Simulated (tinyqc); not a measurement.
Comparisons within one model: two-dimensional electron gas with Rashba and Dresselhaus coupling. A value that a table varies takes the place of the one given here.

H = c k^2/m + al (ky sx - kx sy) + b1 (kx sx - ky sy) + gam kx ky (kx sy - ky sx), s the Pauli matrices, x = [100], c = hbar^2/2m0, b1 = gam (pi/L)^2 (hard walls). H = c k^2/m + B.s, so E = c k^2/m -/+ |B| and the lower state has its spin along -B.

Constants: hbar^2/2m0 = 3.80998211 eV angstrom^2.

Parameters, chosen for this exercise (of the size met in GaAs; shifted at random, so the results belong to these values and not to a real crystal):
- m = 0.0647 m0 (mass)
- al = 0.036 eV angstrom (Rashba constant)
- gam = 10.6 eV angstrom^3 (bulk Dresselhaus constant)
- L = 100 angstrom (width of the (001) well)
- n = 3.9 1e11/cm^2 (sheet density (one subband filled))

## Splitting and spin direction around the circle

At |k| = k0 = sqrt(2 pi n), 1e11/cm^2 = 1e-5/angstrom^2.

Around the circle:

| phi (deg) | Bx (meV) | By (meV) | splitting (meV) | lower spin (deg) |
|---|---|---|---|---|
| 0.0 | 0.1638 | -0.5635 | 1.1737 | 106.2 |
| 22.5 | 0.3615 | -0.5700 | 1.3499 | 122.4 |
| 45.0 | 0.4999 | -0.4999 | 1.4140 | 135.0 |
| 67.5 | 0.5700 | -0.3615 | 1.3499 | 147.6 |
| 90.0 | 0.5635 | -0.1638 | 1.1737 | 163.8 |
| 112.5 | 0.4713 | 0.0699 | 0.9528 | -171.6 |
| 135.0 | 0.2971 | 0.2971 | 0.8402 | -135.0 |
| 157.5 | 0.0699 | 0.4713 | 0.9528 | -98.4 |

The splitting runs from 0.8402 meV at 135 to 1.4140 meV at 45 degrees. Along [110] it is 2 k |al + b1 - 2 b3| and along [-110] 2 k |al - b1 + 2 b3|, b3 = gam k^2/4. From 0 to 90 degrees the spin turns with k (+58 degrees), the sense of the Rashba term.

## Tuning the Rashba term through the balance point

al = f (b1 - b3) at k0 = sqrt(2 pi n), b3 = gam k0^2/4. Helix wavelength along [110]: 2 pi c/(m |al + b1 - b3|). Dyakonov-Perel rates are proportional to the mean squares of the first harmonics: for spin along z, al^2 + (b1 - b3)^2; for the most protected in-plane spin, (al - (b1 - b3))^2/2 (third harmonic left out); both are given over (b1 - b3)^2.

Against f:

| f | al (meV angstrom) | wavelength (micron) | rate, z | rate, in plane |
|---|---|---|---|---|
| 0.00 | 0.000 | 3.771 | 1.000 | 0.5000 |
| 0.25 | 2.453 | 3.017 | 1.062 | 0.2812 |
| 0.50 | 4.906 | 2.514 | 1.250 | 0.1250 |
| 0.75 | 7.359 | 2.155 | 1.562 | 0.0312 |
| 0.90 | 8.831 | 1.985 | 1.810 | 0.0050 |
| 1.00 | 9.812 | 1.885 | 2.000 | 0.0000 |
| 1.25 | 12.266 | 1.676 | 2.562 | 0.0312 |
| 2.00 | 19.625 | 1.257 | 5.000 | 0.5000 |

At f = 1, al = 9.81 meV angstrom, the first harmonic points along one axis for all k and the listed in-plane rate vanishes; the helix would have wavelength 1.89 micron. The third harmonic, b3/(b1 - b3) = 0.07, is small and sets its lifetime. The uniform z spin still relaxes there, twice as fast as at f = 0.

## What each parameter does

Splittings 2|B| at k0 = sqrt(2 pi n) along [100], [110] and [-110], and E0 = c k0^2/m; 1e11/cm^2 = 1e-5/angstrom^2. Each row changes one parameter from the base and keeps the others.

Results:

| case | [100] (meV) | [110] (meV) | [-110] (meV) | E0 (meV) |
|---|---|---|---|---|
| base | 1.1737 | 1.4140 | 0.8402 | 14.43 |
| m = 0.07117 m0 | 1.1737 | 1.4140 | 0.8402 | 13.12 |
| al = 0.0432 eV angstrom | 1.3916 | 1.6394 | 1.0656 | 14.43 |
| gam = 12.72 eV angstrom^3 | 1.1936 | 1.4713 | 0.7828 | 14.43 |
| L = 120 angstrom | 1.1498 | 1.3139 | 0.9403 | 14.43 |
| n = 5.85 1e11/cm^2 | 1.4375 | 1.7068 | 1.0539 | 21.64 |

The largest shifts from the base row, up to three for each result and ties (the steps differ in size, so this ranks the rows, not the parameters). [100] (meV): n +0.2638, al +0.2179, L -0.0239; unchanged at the printed digits by m. [110] (meV): n +0.2929, al +0.2254, L -0.1001; unchanged at the printed digits by m. [-110] (meV): al +0.2254, n +0.2137, L +0.1001; unchanged at the printed digits by m. E0 (meV): n +7.21, m -1.31; unchanged at the printed digits by al, gam and L.

tinyqc: `OMP_NUM_THREADS=1 python tinyqc.py 1482057 1482058 out.jsonl`; about 0.01 s, one thread, shared Intel(R) Xeon(R) Processor @ 2.30GHz.
